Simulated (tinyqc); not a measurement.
Implant damage, amorphisation by cascade overlap, and solid-phase epitaxial regrowth: one step, computed by the program tinyqc.

Range and width of the damage are inputs. Dynamic annealing enters only through the surviving share f.

Problem. Isothermal regrowth. v = v0 x orientation factor x exp(-E_a/(k_B T)) x [1 + (enhancement - 1) exp(-(z - R_d)^2/(2 s_d^2))], T = anneal temperature + 273.15 K; the dopant is taken to follow the damage profile; the lower front moves from the lower edge z2 to the surface, or to the middle (z1 + z2)/2 of a buried layer with upper edge z1; time = int dz/v; the equivalent undoped distance is that time times the undoped velocity.

Inputs (values chosen for the exercise, modelled on arsenic ions in germanium):
```
quantity                         value  unit
depth of the damage peak R_d       9.2    nm
width of the damage profile s_d    5.9    nm
regrowth prefactor v0            2e+16  nm/s
regrowth energy E_a               2.16    eV
anneal temperature                 473     C
rate relative to (100)            0.33     -
peak enhancement by the dopant     3.4     -
```

lower edge = 25.41434 nm

upper edge = 0 nm

Constants: k_B = 8.617333262e-05 eV/K.

Give: undoped velocity; distance to regrow; time without enhancement; equivalent undoped distance; time with enhancement.

Solution.

undoped velocity = 16.99 nm/s

distance to regrow = 25.41 nm

time without enhancement = 1.496 s

equivalent undoped distance = 12.70 nm

time with enhancement = 0.7476 s

The rate doubles for each 15 K or so near this temperature.
